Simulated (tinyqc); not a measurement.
# Tunnelling through a two-layer gate stack, WKB transmission and Tsu-Esaki current, step by step

Computed by the program tinyqc: `OMP_NUM_THREADS=1 python tinyqc.py 2540107 2540108 out.jsonl`, one thread of a shared Intel Xeon 2.30GHz, about 0.04 s for the whole run. Printed values are rounded.

Electrons leave the emitter at x = 0. Energies E (motion across the layers) are in eV from the emitter Fermi level; the collector Fermi level lies at -V and offers states at every E. No charge in the dielectric and no image force: F1 = V/(t1 + t2 eps1/eps2), F2 = F1 eps1/eps2; U = phi1 - F1 x in layer 1 and phi2 - F1 t1 - F2 (x - t1) in layer 2. With C = hbar^2/(2 m0), kappa = sqrt(m (U - E)/C) where U > E and 0 elsewhere; T(E) = exp(-S), S = 2 times the integral of kappa over x.

Values chosen for this exercise; layer 1 close to silicon nitride, layer 2 close to hafnium oxide:
- T = 77 K (temperature)
- Ef = 3.8 eV (Fermi energy of the emitter above its band bottom)
- me = 1 m0 (emitter mass in the supply function)
- phi1 = 2.02 eV (barrier of layer 1 above the emitter Fermi level at zero bias)
- m1 = 0.48 m0 (tunnelling mass of layer 1)
- t1 = 0.8 nm (thickness of layer 1)
- eps1 = 7.51 (relative permittivity of layer 1)
- phi2 = 1.5 eV (barrier of layer 2 at zero bias)
- m2 = 0.21 m0 (tunnelling mass of layer 2)
- t2 = 3.9 nm (thickness of layer 2)
- eps2 = 21.1 (relative permittivity of layer 2)
- V = 1 V (voltage across the dielectric)
- E = -0.17 eV (energy of the electron followed)
- nc = 4 (cells in each layer)
- Ea = -0.56 eV (lower end of the energy grid)
- Eb = 0.065 eV (upper end of the energy grid)
- nE = 9 (points of the energy grid)

Constants: q = 1.602176634e-19 C, kB = 1.380649e-23 J/K, hbar = 1.054571817e-34 J s, m0 = 9.1093837015e-31 kg, Vt = kB T/q, hbar^2/(2 m0) = 0.0380998212 eV nm^2. Results are converted to the units shown.

## Fields and band edges

F1 = V/(t1 + t2 eps1/eps2), F2 = F1 eps1/eps2; U = phi1 - F1 x in layer 1 and phi2 - F1 t1 - F2 (x - t1) in layer 2. EOT = 3.9 (t1/eps1 + t2/eps2).

F1 = 4.57017 MV/cm
F2 = 1.62663 MV/cm
U at the end of layer 1 = 1.65439 eV
U at the start of layer 2 = 1.13439 eV
U at the end of layer 2 = 0.5 eV
EOT = 1.13630 nm

## WKB exponent by the midpoint rule

Cut each layer into nc equal cells, take U and kappa at the cell centres, and sum S = 2 sum kappa h.

x, cell 0 to 7 (nm): [0.10000, 0.30000, 0.50000, 0.70000, 1.28750, 2.26250, 3.23750, 4.21250]
U, cell 0 to 7 (eV): [1.97430, 1.88290, 1.79149, 1.70009, 1.05509, 0.89649, 0.73790, 0.57930]
kappa, cell 0 to 7 (1/nm): [5.19759, 5.08560, 4.97110, 4.85389, 2.59855, 2.42453, 2.23700, 2.03224]
S = 26.1633
T(E) = 4.33931e-12

## WKB exponent in closed form

Each layer adds (2/F) sqrt(m/C) [G(u at its left edge) - G(u at its right edge)] to S, with u = U - E (0 where negative) and G(u) = (2/3) u^1.5. The slope follows from 1/d = -dS/dE.

S = 26.1579
T(E) = 4.36278e-12
energy d over which T(E) grows by a factor e = 0.088134 eV

The midpoint rule gives S = 26.163, so its T(E) is 0.54 % below this value. The band edge stays above E through the whole stack: direct tunnelling through a trapezoid.

## Current density on a coarse energy grid

J = J0 times the integral of T(E) N(E) dE, N = ln[(1 + exp(-E/Vt))/(1 + exp((-E - V)/Vt))], J0 = q^2 me m0 kB T/(2 pi^2 hbar^3) (times 1e-4 for A/cm^2 per eV), by Simpson's rule on nE equally spaced points from Ea to Eb.

E, point 0 to 8 (eV): [-0.560000, -0.481875, -0.403750, -0.325625, -0.247500, -0.169375, -0.091250, -0.013125, 0.065000]
T(E), point 0 to 8: [7.41308e-14, 1.59702e-13, 3.51739e-13, 7.93718e-13, 1.83976e-12, 4.39383e-12, 1.08529e-11, 2.78549e-11, 7.47356e-11]
N, point 0 to 8: [84.3965, 72.6224, 60.8484, 49.0743, 37.3002, 25.5262, 13.7521, 2.10761, 5.56711e-5]
T(E) N, point 0 to 8: [6.25638e-12, 1.15980e-11, 2.14027e-11, 3.89512e-11, 6.86236e-11, 1.12158e-10, 1.49250e-10, 5.87074e-11, 4.16061e-15]
J0 = 1.07381e8 A/(cm^2 eV)
J = 0.00383234 A/cm^2

The integrand peaks at E = -0.0913 eV among these points. A converged quadrature from -Ef to above the barrier gives 0.003980 A/cm^2; this grid is 3.7 % below that.
